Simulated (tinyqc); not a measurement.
Changing the density-of-states mass m: single-band model of a thermoelectric material. Computed by tinyqc, a small Python program. Command: `OMP_NUM_THREADS=1 python tinyqc.py 3016313 3016314 out.jsonl thermo sweep`. One thread of a shared host (Intel(R) Xeon(R) Processor @ 2.30GHz), about 0.04 s of CPU time with the checks.

One spherical band, one scattering law, no minority carriers and no phonon drag. In a real material minority carriers limit |S| to about E_g/(2 e T), so larger values are formal. eta = E_F/(k_B T) is counted from the band edge; f = 1/(1 + exp(x - eta)).

Inputs (values chosen for the exercise, for a model material):
```
quantity,value,unit
mobility parameter mu_300,260,cm^2/(V s)
temperature exponent p,1,-
lattice thermal conductivity kappa_L,3.7,W/(m K)
carrier density n,6.4e+18,1/cm^3
temperature T,780,K
```

Band: parabolic. Scattering: constant relaxation time, r = 0.

Constants: m_0 = 9.1093837015e-31 kg; k_B = 1.380649e-23 J/K; hbar = 1.054571817e-34 J s; k_B = 8.617333262e-05 eV/K; e = 1.602176634e-19 C.

Method:
- With x = E/(k_B T), a = alpha k_B T (0 for a parabolic band), G = x (1 + a x), D = 1 + 2 a x and <y> = int y f (1 - f) dx, f = 1/(1 + exp(x - eta)): tau = tau_0 G^r/D; transport function s = G^(3/2 + r)/D^2; n = N_0 <G^(3/2)> with N_0 = (2 m k_B T)^(3/2)/(3 pi^2 hbar^3).
- Integrals over x = E/(k_B T) use 160 Gauss-Legendre points in u = sqrt(x) from 0 to sqrt(max(eta, 0) + 32).
- Solve for eta.
- sigma = e mu_0 N_0 <s> with mu_0 = e tau_0/m = mu_300 (T/300 K)^(-p); |S| = (k_B/e)(<x s>/<s> - eta); Lorenz number L = (k_B/e)^2 (<x^2 s>/<s> - (<x s>/<s>)^2); kappa_e = L sigma T; zT = S^2 sigma T/(kappa_L + kappa_e).
- Hall factor r_H = <G^(3/2)> <G^(3/2 + 2r)/D^4>/<s>^2; drift mobility sigma/(n e) with n = N_0 <G^(3/2)>; power factor S^2 sigma.
- Quality factor B = (k_B/e)^2 e mu_0 N_0 T/kappa_L; zT and the power factor are maximised over eta between -8 and 30.

One run for each value:
```
density-of-states mass m (m_0),Seebeck coefficient |S| (microvolt/K),largest power factor (microwatt/(cm K^2)),density of the largest zT (1/cm^3),largest zT
0.30,303.84,16.7,2.9844e+19,0.2745
0.45,354.99,30.6,4.2734e+19,0.4486
0.66,403.84,54.4,5.7987e+19,0.6913
1.50,509.35,186.2,1.0118e+20,1.5691
2.20,558.74,330.8,1.2605e+20,2.1901
3.20,607.11,580.3,1.5297e+20,2.9515
4.80,659.49,1066.0,1.8465e+20,3.9623
```

Give the missing row, density-of-states mass m (m_0) = 0.98.

Computed row; columns: (1) density-of-states mass m (m_0); (2) Seebeck coefficient |S| (microvolt/K); (3) largest power factor (microwatt/(cm K^2)); (4) density of the largest zT (1/cm^3); (5) largest zT:
```
(1)      (2)   (3)         (4)     (5)
0.98  454.55  98.3  7.7003e+19  1.0448
```

Interpolating between the two neighbouring rows (the first column on a logarithmic scale, the others too where they are positive) misses most in largest zT, by 1.8 %. Over the rows, Seebeck coefficient |S| (microvolt/K) rises from 304 to 659 (exponent d ln y / d ln x 0.38 between the first rows and 0.20 between the last); largest power factor (microwatt/(cm K^2)) rises from 16.7 to 1070 (exponent d ln y / d ln x about 1.5 throughout); density of the largest zT (1/cm^3) rises from 2.98e19 to 1.85e20 (exponent d ln y / d ln x 0.89 between the first rows and 0.46 between the last). The exponent of largest power factor stays at 1.5: at fixed mu_0 the power factor scales with N_0. mu_300 is held fixed, which is what more valleys give; a heavier single valley would lose mobility as m^(-5/2) under acoustic scattering.

Caution (rows 0.980, 1.50, 2.20, 3.20, 4.80): at so low a doping minority carriers, left out here, would cut S in a narrow-gap material.

Extremes, crossings and ranges named in words are read from the listed rows.
